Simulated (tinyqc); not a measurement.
Strength of the attraction: Bethe-Salpeter matrix of a two-band square lattice (Tamm-Dancoff form).

One valence and one conduction band, lattice period 1, mesh k = 2 pi j/N along each axis (first index slowest). Pair energies D(k) = Eg + 2 t sum(1 - cos k), t = tc + tv. Screened attraction W(R) = U at R = 0 and V/|R| otherwise, R over the N x N cells with the nearest image; W(q) = sum_R W(R) cos(q R). H(k, k') = D(k) delta - W(k - k')/Nk + 2 J/Nk for singlets (J = 0 for triplets), Nk the number of k points. With a constant transition dipole the strength of a state is f = (sum_k A_k)^2/Nk, and the f sum to 1.

Inputs chosen for the exercise:
- Eg = 2.5 eV (quasiparticle gap)
- tc = 0.2 eV (conduction hopping)
- tv = 0.18 eV (valence hopping)
- U = 1.45 eV (attraction in the same cell)
- V = 0 eV (attraction at one cell distance)
- fs = (0.2, 0.4, 0.7, 1, 1.4, 2, 2.6) (scale factors of U and V)

Triplets, N = 24; U and V scaled together, as weaker screening would do. f is the weight at R = 0.

Results:
```
scale   U/t  binding (eV)      f  Eg - second level (eV)
0.20   0.76        0.0009  0.005                 -0.0227
0.40   1.53        0.0052  0.038                 -0.0137
1.0    3.82        0.3477  0.696                 -0.0022
1.4    5.34        0.8030  0.849                 -0.0017
2.0    7.63        1.5824  0.928                 -0.0015
2.6    9.92        2.4047  0.958                 -0.0014
```

Give the missing row, scale = 0.70.

Computed row:
```
scale   U/t  binding (eV)      f  Eg - second level (eV)
0.70   2.67        0.0978  0.418                 -0.0033
```

On a mesh 1.5 times finer the binding changes by more than 5 % at scale 0.2 and 0.4, so there it is set by the mesh. The binding grows with exponent 3.56 between scales 0.7 and 1 and 1.60 over the last two rows (for a weak contact attraction 2 in a chain and larger in a plane, where it binds exponentially weakly, 1 for a pair held in one cell). f rises from 0.005 to 0.958. On this mesh no second level lies below the gap. 

Run: tinyqc, `OMP_NUM_THREADS=1 python tinyqc.py 1280895 1280896 out.jsonl`; Intel(R) Xeon(R) Processor @ 2.30GHz, one thread, shared host; about 1 s of CPU time with all checks.
